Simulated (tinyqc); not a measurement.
Van der Pauw, Hall and four-point-probe measurements on a doped layer: one step of the calculation.

A uniform n-type layer with sheet resistance Rs = 1/(q ns mu), point contacts, low field (mu B small).

Task. Resistances and Hall voltage. Rs = 1/(q ns mu). For a rectangle with contacts at the corners, RA = (8 Rs/pi) sum_(k>=0) ln coth((2k + 1) pi a/(2 b)) with current along a short side b and voltage along the opposite one, RB the same with a and b exchanged; Hall voltage VH = rH B I/(q ns), negative for electrons.

Parameters, values chosen for the exercise:
- ns = 3.6e12 cm^-2 (sheet density of the layer)
- mu = 180 cm^2/(V s) (drift mobility)
- rH = 0.8 (Hall factor)
- B = 0.3 T (magnetic field)
- I = 500 uA (current)
- ar = 1.73 (side ratio a/b of a rectangular sample with corner contacts)

Constants: q = 1.602176634e-19 C. Results are converted to the units shown.

Find: Rs; RA; RB; VH.

Result.

Rs = 9632 ohm/square
RA = 214.0 ohm
RB = 8269 ohm
VH = -20.81 mV

RB/RA = 38.6; for a square both equal Rs ln 2/pi = 2130 ohm.

Program tinyqc, `OMP_NUM_THREADS=1 python tinyqc.py 2850189 2850190 out.jsonl`; Intel Xeon 2.30GHz, shared host, one thread, about 0.01 s.
